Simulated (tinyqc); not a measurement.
From results back to parameters: Gamma, L and X subbands of a thin body with non-parabolic valleys. Five cases, with inputs chosen for the exercise.

Problem. Hard walls; each subband edge rises by e with e (1 + a e) = c (pi/t)^2/m_z, c = hbar^2/2m0. The thickness at which the Gamma and L edges cross was computed from a hidden bulk separation EL.

Constants: hbar^2/2m0 = 3.80998211 eV angstrom^2.

Find: rise of Gamma; rise of L; EL.

Method. At the crossing the rise of Gamma equals EL plus the rise of L.

Case 1.

Values chosen (near those of a thin GaSb channel; shifted at random, so the results belong to these values and not to a real crystal): mG = 0.0392 m0 (Gamma mass); aG = 1.14 1/eV (Gamma non-parabolicity); mzL = 0.2549 m0 (confinement mass of the lowest L group); aS = 0.69 1/eV (non-parabolicity of L and X).

crossing thickness = 118.811 angstrom

Solution.

rise of Gamma = 0.063 eV
rise of L = 0.010 eV
EL = 0.053 eV

Case 2.

Values chosen (near those of a thin GaSb channel; shifted at random, so the results belong to these values and not to a real crystal): mG = 0.0392 m0 (Gamma mass); aG = 1.14 1/eV (Gamma non-parabolicity); mzL = 0.1402 m0 (confinement mass of the lowest L group); aS = 0.6 1/eV (non-parabolicity of L and X).

crossing thickness = 85.494 angstrom

Solution.

rise of Gamma = 0.116 eV
rise of L = 0.036 eV
EL = 0.080 eV

Case 3.

Values chosen (near those of a thin GaAs channel; shifted at random, so the results belong to these values and not to a real crystal): mG = 0.0676 m0 (Gamma mass); aG = 0.57 1/eV (Gamma non-parabolicity); mzL = 0.1133 m0 (confinement mass of the lowest L group); aS = 0.48 1/eV (non-parabolicity of L and X).

crossing thickness = 21.109 angstrom

Solution.

rise of Gamma = 0.843 eV
rise of L = 0.582 eV
EL = 0.261 eV

Case 4.

Values chosen (near those of a thin GaSb channel; shifted at random, so the results belong to these values and not to a real crystal): mG = 0.0392 m0 (Gamma mass); aG = 1.15 1/eV (Gamma non-parabolicity); mzL = 0.1446 m0 (confinement mass of the lowest L group); aS = 0.33 1/eV (non-parabolicity of L and X).

crossing thickness = 100.369 angstrom

Solution.

rise of Gamma = 0.087 eV
rise of L = 0.026 eV
EL = 0.061 eV

Case 5.

Values chosen (near those of a thin GaSb channel; shifted at random, so the results belong to these values and not to a real crystal): mG = 0.0389 m0 (Gamma mass); aG = 1.15 1/eV (Gamma non-parabolicity); mzL = 0.1404 m0 (confinement mass of the lowest L group); aS = 0.49 1/eV (non-parabolicity of L and X).

crossing thickness = 105.271 angstrom

Solution.

rise of Gamma = 0.080 eV
rise of L = 0.024 eV
EL = 0.056 eV

Computed by tinyqc, one run a case: `OMP_NUM_THREADS=1 python tinyqc.py N N+1 out.jsonl` with N = 1251662, 1251806, 1251844, 1251988, 1252027; one thread of a shared Intel(R) Xeon(R) Processor @ 2.30GHz, about 0.03 s a run at most.
